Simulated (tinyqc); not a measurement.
Mass anisotropy: shallow donor in an anisotropic valley (effective-mass theory).

One valley: H = -c [(d2/dx2 + d2/dy2)/mt + (d2/dz2)/ml] - q/(eps r), c = hbar^2/2m0, q = e^2/(4 pi eps0). Trial function exp(-sqrt((x^2 + y^2)/a^2 + z^2/b^2)) with a > b: T = (c/3)(2/(mt a^2) + 1/(ml b^2)), V = -(q/eps) atan(u/b)/u, u = sqrt(a^2 - b^2). The central cell of the impurity is left out.

Constants: hbar^2/2m0 = 3.80998211 eV angstrom^2; e^2/(4 pi eps0) = 14.39964547 eV angstrom; Ry = 13.60569312 eV; a0 (Bohr radius) = 0.5291772105 angstrom.

Values chosen for the exercise (out of a larger set: near those of GaP; not measured data):
```
symbol  value                                  unit  meaning
mt      0.247                                  m0    transverse mass
eps     11.1                                         dielectric constant
xs      (1.4, 2.4, 3.9, 6.5, 10, 17, 33, 160)        ratios ml/mt
```

mt and eps fixed, ml varied. Energies in units of Ry*(mt) = Ry mt/eps^2 and lengths in a*(mt) = a0 eps/mt; the last two columns use one mass, 3/(1/ml + 2/mt) or (ml mt^2)^(1/3).

Results:
```
ml/mt   a/a*    b/a  binding  conductivity mass  density-of-states mass
1.40   0.932  0.887    1.115              1.105                   1.119
2.40   0.841  0.733    1.307              1.241                   1.339
3.90   0.774  0.618    1.487              1.330                   1.574
6.50   0.715  0.517    1.678              1.393                   1.866
10.0   0.674  0.446    1.839              1.429                   2.154
17.0   0.631  0.371    2.032              1.457                   2.571
33.0   0.588  0.296    2.262              1.478                   3.208
160    0.519  0.173    2.732              1.495                   5.429
```

The binding grows from 1.11 to 2.73 Ry*(mt); for ml going to infinity the exact problem becomes two-dimensional, with 4 Ry*. The conductivity mass saturates at 1.5 and underbinds, by 17 % at ml/mt = 6.5; the density-of-states mass errs by +11 % there and by +99 % in the last row. With these mt and eps one unit is 27.28 meV.

Program tinyqc; command `OMP_NUM_THREADS=1 python tinyqc.py 1282004 1282005 out.jsonl`; about 0.01 s on one thread of a shared Intel(R) Xeon(R) Processor @ 2.30GHz.
